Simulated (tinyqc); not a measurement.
From results back to parameters: thin-body film or fin with hard walls, valleys of the Si type. Three cases, with inputs chosen for the exercise.

Problem. In a hard-walled film E_1 = c (pi/t)^2/m_z, c = hbar^2/2m0. The splitting between the lowest levels of two valley groups, on the (110) face, was computed from a hidden thickness.

Constants: hbar^2/2m0 = 3.80998211 eV angstrom^2.

Case 1.

Values chosen (out of a larger set: near those of Si; not measured data): m_za = 0.3155 m0 (heavier confinement mass); m_zb = 0.19 m0 (lighter one).

splitting = 7.279 meV

Case 2.

Values chosen (out of a larger set: near those of Si; not measured data): m_za = 0.311 m0 (heavier confinement mass); m_zb = 0.187 m0 (lighter one).

splitting = 11.924 meV

Case 3.

Values chosen (out of a larger set: near those of Si; not measured data): m_za = 0.3184 m0 (heavier confinement mass); m_zb = 0.192 m0 (lighter one).

splitting = 99.170 meV

Find: t; lower level.

Solution. t = pi sqrt(c (1/m_zb - 1/m_za)/splitting).

Case 1.

t = 104.0 angstrom
lower level = 0.0110 eV

Case 2.

t = 82.0 angstrom
lower level = 0.0180 eV

Case 3.

t = 28.0 angstrom
lower level = 0.1506 eV

Computed by tinyqc, one run a case: `OMP_NUM_THREADS=1 python tinyqc.py N N+1 out.jsonl` with N = 1250839, 1250931, 1250956; one thread of a shared Intel(R) Xeon(R) Processor @ 2.30GHz, about 0.01 s a run at most.
